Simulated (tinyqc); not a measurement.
Energy and lattice constant: complex band structure along [001] in sp3s* tight binding.

For k = (0, 0, kz) the phase sums are g0 = cos(phi) and g3 = i sin(phi), phi = kz a/4, and the s, pz, s* orbitals of anion (a) and cation (c) decouple from px, py. With z = exp(i phi), H(z) = H0 + z T + T^T/z for any complex z. H0 is diagonal (Esa, Epa, Exa, Esc, Epc, Exc). The anion-cation block is B(z) = z U + W/z and the cation-anion block z W^T + U^T/z, where U has Vss/2 (s,s), Vsapc/2 (s,z), -Vscpa/2 (z,s), Vxx/2 (z,z), Vxapc/2 (s*,z), -Vpaxc/2 (z,s*), and W has the same values with the s-z and s*-z signs reversed. |z| = 1 is a band state, |z| < 1 decays along [001] as exp(-kappa d) over a distance d, kappa = -(4/a) ln|z|. No spin-orbit coupling.

Parameters, chosen for this exercise (out of a larger set: near a published set for GaSb, fitted to gaps, whose masses and valley positions are rough (light masses up to twice too heavy); not measured data):
- p = (-7.331, 0.864, -3.933, 2.914, 6.671, 5.959, -6.109, 1.578, 4.135, 4.903, 4.655, 5.029, 4.188) eV (order Esa, Epa, Esc, Epc, Exa, Exc, Vss, Vxx, Vxy, Vsapc, Vscpa, Vxapc, Vpaxc)
- a = 6.1 angstrom (lattice constant)
- dE = 0.17 eV (E - Ev)

The slowest root of the s-pz block and the heavy-hole branch, sinh^2(kappa a/4) = ((E - Epa)(E - Epc) - Vxx^2)/(Vxx^2 - Vxy^2), at E = Ev + dE with Ev the lower root of [[Epa, Vxx], [Vxx, Epc]]; the couplings are kept when a changes.

Results for these values:
```
case  slowest kappa (1/angstrom)  heavy-hole kappa (1/angstrom)
base                      0.0414                         0.1332
```

What happens to each result for a = 6.283 angstrom, all else kept?

Answer: slowest kappa falls from 0.0414 to 0.0402; heavy-hole kappa falls from 0.1332 to 0.1293.

The same for each parameter in turn:
```
case                slowest kappa (1/angstrom)  heavy-hole kappa (1/angstrom)
base                                    0.0414                         0.1332
dE = 0.14 eV                            0.0385                         0.1215
a = 6.283 angstrom                      0.0402                         0.1293
```

With the couplings fixed, kappa a stays, so kappa scales as 1/a.

(tinyqc, `OMP_NUM_THREADS=1 python tinyqc.py 1452357 1452358 out.jsonl`, Intel(R) Xeon(R) Processor @ 2.30GHz, 1 thread, shared host, about 0.02 s.)
